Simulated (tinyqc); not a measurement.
Inside a calculation. Method: coherent transport through a tight-binding region between two chains. One step of it, computed by the program tinyqc.

Task: Transmission at E = -0.03 eV. Surface Green function g = (E - i sqrt(4 t^2 - E^2)) / (2 t^2); self-energy tc^2 g on each contact site; G = (E - H - Sigma)^(-1); Gamma = -2 Im Sigma; T = Gamma_L Gamma_R |G_LR|^2; local density of states -Im G_ii / pi.

H of the central region (eV), lower triangle:
```
           1          2          3          4         5
1   0.000000
2  -2.000000   0.000000
3   0.000000  -0.600000   0.000000
4   0.000000   0.000000  -0.600000   0.000000
5   0.000000   0.000000   0.000000  -1.480000  0.000000
```

Leads: semi-infinite chains with site energy 0:
```
parameter                           value
lead hopping t (eV)              2.250000
coupling to the left lead (eV)   0.230000
coupling to the right lead (eV)  1.260000
left contact site                       1
right contact site                      5
```

E = -0.030000 eV

Give: g; G; local density of states; transmission.

Result:

g = -0.003-0.444i 1/eV

G (1/eV), lower triangle:
```
               1              2              3             4
1  -0.204-0.698i
2   0.489-0.008i   0.007-0.006i
3   0.704+2.327i   0.038+0.026i  -2.345-7.755i
4  -0.454+0.124i  -0.005+0.007i   1.512-0.414i  0.081-0.028i
5  -0.295-0.941i  -0.015-0.011i   0.981+3.135i  0.065+0.167i

               5
5  -0.396-1.268i
```

local density of states (1/eV): 0.222  0.002  2.468  0.009  0.404

transmission = 0.064
